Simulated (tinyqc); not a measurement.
## Free and trapped electrons in a MOS channel with a dense trap tail: effect of the density of the tail at the conduction edge

p-type body, charge-sheet picture, full ionisation (an idealisation for deep acceptors), Boltzmann statistics for free electrons. e = Ec - EF at the surface. Acceptor-like traps of density D(E) = D0 + De exp(-E/Ew) at depth E below Ec, from 0 to Eu, hold n_t = integral of D(E)/(1 + exp((e - E)/Vt)). psi = Eg - Vt ln(Nv/Na) - e; N_dep = sqrt(2 eps0 eps_r Na (psi - Vt)/q); n_f = sqrt(N_dep^2 + 2 eps0 eps_r Vt Nc exp(-e/Vt)/q) - N_dep; Vg = Vfb + psi + q (N_dep + n_t + n_f)/Cox, Cox = eps0 eox/tox.

VT is the Vg for n_f = 1e11 cm^-2; swing ln 10 n_f/(dn_f/dVg) at n_f = 1e8 cm^-2; the last three columns are for Vg = VT + 2.7 V, with free share n_f/(n_f + n_t) and field-effect mobility mf q (dn_f/dVg)/Cox; there EF is near the band edge, where Boltzmann statistics are rough.

Values chosen for this exercise; band and dielectric values close to those of 4H silicon carbide:

| symbol | value | unit | meaning |
|---|---|---|---|
| T | 300 | K | temperature |
| Eg | 3.27 | eV | band gap |
| eps_r | 9.58 |  | relative permittivity |
| Nc | 1.68e19 | cm^-3 | conduction-band density of states at T |
| Nv | 2.51e19 | cm^-3 | valence-band density of states at T |
| eox | 3.9 |  | relative permittivity of the insulator |
| tox | 34 | nm | insulator thickness |
| Na | 3.2e15 | cm^-3 | acceptor density |
| Vfb | -2.71 | V | flat-band voltage without trapped charge |
| D0 | 7.6e10 | cm^-2 eV^-1 | constant background density of acceptor-like traps |
| Ew | 0.07 | eV | decay energy of the tail |
| Eu | 0.55 | eV | depth below Ec down to which the traps reach |
| mf | 210 | cm^2/(V s) | mobility of free electrons |

Constants: q = 1.602176634e-19 C, kB = 1.380649e-23 J/K, Vt = kB T/q, eps0 = 8.8541878128e-14 F/cm where lengths are in cm. Results are converted to the units shown.

Effect of the density of the tail at the conduction edge:

| De (cm^-2 eV^-1) | e at VT (eV) | VT (V) | q n_t/Cox at VT (V) | swing (mV/decade) | n_f (cm^-2) | free share (%) | field-effect mobility (cm^2/(V s)) |
|---|---|---|---|---|---|---|---|
| 1e12 | 0.1072 | 0.9559 | 0.08220 | 74.50 | 1.696e12 | 94.61 | 204.2 |
| 2e12 | 0.1072 | 0.9850 | 0.1114 | 76.38 | 1.660e12 | 91.60 | 202.3 |
| 5e12 | 0.1072 | 1.072 | 0.1988 | 82.03 | 1.554e12 | 83.15 | 195.9 |
| 1e13 | 0.1072 | 1.218 | 0.3446 | 91.44 | 1.393e12 | 70.90 | 183.9 |
| 2e13 | 0.1072 | 1.510 | 0.6362 | 110.3 | 1.125e12 | 52.19 | 157.3 |
| 4e13 | 0.1072 | 2.093 | 1.219 | 147.9 | 7.740e11 | 30.52 | 109.4 |
| 9e13 | 0.1072 | 3.551 | 2.677 | 242.0 | 4.218e11 | 12.13 | 51.29 |
| 2e14 | 0.1072 | 6.758 | 5.884 | 449.1 | 2.364e11 | 4.281 | 20.19 |

What does the comparison show?

As De goes from 1e12 to 2e14, VT rises from 0.956 to 6.76 V, its part due to traps rises from 0.0822 to 5.88 V, the swing rises from 74.5 to 449 mV/decade and the field-effect mobility falls from 204 to 20.2 cm^2/(V s).

tinyqc, about 0.03 s, one thread, Intel Xeon 2.30GHz (shared host): `OMP_NUM_THREADS=1 python tinyqc.py 2222108 2222109 out.jsonl`
